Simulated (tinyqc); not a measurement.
Substrate current against gate voltage: lateral field, substrate current, probability of reaching the oxide barrier and hot-carrier lifetime of a silicon transistor (pseudo-two-dimensional and lucky-electron models). Computed by tinyqc, a small Python program. Command: `OMP_NUM_THREADS=1 python tinyqc.py 3009804 3009805 out.jsonl hotcar walk`. One thread of a shared host (Intel(R) Xeon(R) Processor @ 2.30GHz), about 0.01 s of CPU time with the checks.

Local-field models: a lucky carrier gains its energy at the peak field over a path free of collisions. Voltages are magnitudes.

Inputs (values chosen for the exercise, modelled on a silicon n-channel):

| quantity | value | unit |
|---|---|---|
| channel length L | 300 | nm |
| oxide thickness t | 6.5 | nm |
| junction depth x_j | 84 | nm |
| mobility mu | 340 | cm^2/(V s) |
| saturation velocity v_s | 0.81 | 1e7 cm/s |
| threshold voltage V_T | 0.72 | V |
| drain voltage V_D | 2.8 | V |
| ionisation prefactor A_i | 2.1e+06 | 1/cm |
| ionisation field B_i | 1.78 | MV/cm |
| hot-carrier mean free path lambda | 7.5 | nm |
| oxide barrier phi_b | 3.1 | eV |
| interface-trap threshold phi_it | 3.6 | eV |
| lifetime constant H | 200 | s microampere/micrometre |

Drain: abrupt.

Constants: eps_0 = 8.8541878128e-12 F/m.

Method:
- C_ox = 3.9 eps_0/t; F_sat = 2 v_s/mu; V_Dsat = V_ov F_sat L/(V_ov + F_sat L), V_ov = V_G - V_T; I_D/W = C_ox v_s (V_ov - V_Dsat).
- Scale length l = 0.22 t^(1/3) x_j^(1/2) (all in cm); F_m = sqrt(((V_D - V_Dsat)/l_e)^2 + F_sat^2), with l_e = l; length of the velocity-saturated region l_e ln((V_D - V_Dsat)/(l_e F_sat) + F_m/F_sat).
- Substrate current I_sub/I_D = (A_i/B_i)(V_D - V_Dsat) exp(-B_i/F_m); probability of reaching the oxide barrier exp(-phi_b/(e lambda F_m)); lifetime tau = (H/(I_D/W)) exp(phi_it/(e lambda F_m)).

At the given drain voltage:

| V_G (V) | V_Dsat (V) | I_D/W (microampere/micrometre) | F_m (kV/cm) | I_sub/W (microampere/micrometre) | tau (s) |
|---|---|---|---|---|---|
| 0.84 | 0.11071 | 4.00 | 489.22 | 0.3336 | 9.1224e+05 |
| 0.96 | 0.20550 | 14.85 | 472.15 | 1.0476 | 3.5040e+05 |
| 1.10 | 0.30020 | 34.34 | 455.09 | 2.0271 | 2.2175e+05 |
| 1.40 | 0.46079 | 94.33 | 426.19 | 3.9962 | 1.6508e+05 |
| 1.70 | 0.58140 | 171.52 | 404.50 | 5.5090 | 1.6608e+05 |
| 2.00 | 0.67529 | 260.21 | 387.62 | 6.6083 | 1.8353e+05 |
| 2.40 | 0.77230 | 390.59 | 370.19 | 7.6264 | 2.1899e+05 |
| 2.70 | 0.83012 | 494.81 | 359.82 | 8.1701 | 2.5128e+05 |
| 3.10 | 0.89305 | 639.85 | 348.53 | 8.7133 | 2.9934e+05 |

What follows from these numbers?

I_sub rises over the whole table: the growing drain current outweighs the fall of F_m. The shortest lifetime among the rows lies at V_G = 1.4 V, below that of the largest I_sub, since tau depends more steeply on the field.

Extremes, crossings and ranges named in words are read from the listed rows.
